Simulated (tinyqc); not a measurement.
Propagation of a band-gap error through k.p and effective-mass formulas: one step. A scissor shift and what it does not mend. Three cases, with inputs chosen for the exercise.

Task: A rigid shift D = Eg - Eg2 of the conduction band restores the gap but leaves the curvature, so the mass stays me(Eg2); redoing the sum 1/m = 1 + Ep (E + 2 Dso/3)/(E (E + Dso)) with E = Eg and the same Ep gives another mass. For optics, eps2 at the edge goes as |p|^2/E^2: a rigid shift keeps the dipole elements p/E, while shifting the energies under unchanged p scales eps2 by (Eg2/Eg)^2.

Case 1.

Values chosen (reference values near those of ZnSe, gap at low temperature; shifted at random, so the results belong to these values and not to a real crystal): Eg = 2.802 eV (gap at Gamma to the s-like level); Eg2 = 5.912 eV (a wrong gap, of the size a hybrid with far too much exact exchange can give); Dso = 0.394 eV (spin-orbit splitting); Ep = 24.4 eV (Kane energy).

Case 2.

Values chosen (reference values near those of InAs, gap at low temperature; shifted at random, so the results belong to these values and not to a real crystal): Eg = 0.425 eV (gap at Gamma to the s-like level); Eg2 = 0.387 eV (a wrong gap, of the size a hybrid functional can give); Dso = 0.398 eV (spin-orbit splitting); Ep = 21.6 eV (Kane energy).

Case 3.

Values chosen (reference values near those of InSb, gap at low temperature; shifted at random, so the results belong to these values and not to a real crystal): Eg = 0.231 eV (gap at Gamma to the s-like level); Eg2 = 0.118 eV (a wrong gap); Dso = 0.808 eV (spin-orbit splitting); Ep = 23.7 eV (Kane energy).

Give: shift D; mass under a rigid shift; mass from the sum with the corrected gap; factor on eps2 if p is left unscaled.

Result:

Case 1.

shift D = -3.110 eV
mass under a rigid shift = 0.1984 m0
mass from the sum with the corrected gap = 0.1069 m0
factor on eps2 if p is left unscaled = 4.452

The rigid shift leaves the mass off by a factor of 1.85. The mass from the corrected gap is the reference me(Eg) here, because the exercise keeps Ep fixed; a real correction of the gap depends on k and changes Ep as well.

Case 2.

shift D = 0.038 eV
mass under a rigid shift = 0.0211 m0
mass from the sum with the corrected gap = 0.0229 m0
factor on eps2 if p is left unscaled = 0.829

The rigid shift leaves the mass off by a factor of 0.92. The mass from the corrected gap is the reference me(Eg) here, because the exercise keeps Ep fixed; a real correction of the gap depends on k and changes Ep as well.

Case 3.

shift D = 0.113 eV
mass under a rigid shift = 0.0070 m0
mass from the sum with the corrected gap = 0.0130 m0
factor on eps2 if p is left unscaled = 0.261

The rigid shift leaves the mass off by a factor of 0.54. The mass from the corrected gap is the reference me(Eg) here, because the exercise keeps Ep fixed; a real correction of the gap depends on k and changes Ep as well.

Computed by tinyqc, one run a case: `OMP_NUM_THREADS=1 python tinyqc.py N N+1 out.jsonl` with N = 1880390, 1880417, 1880466; one thread of a shared Intel(R) Xeon(R) Processor @ 2.30GHz, about 0.01 s a run at most.
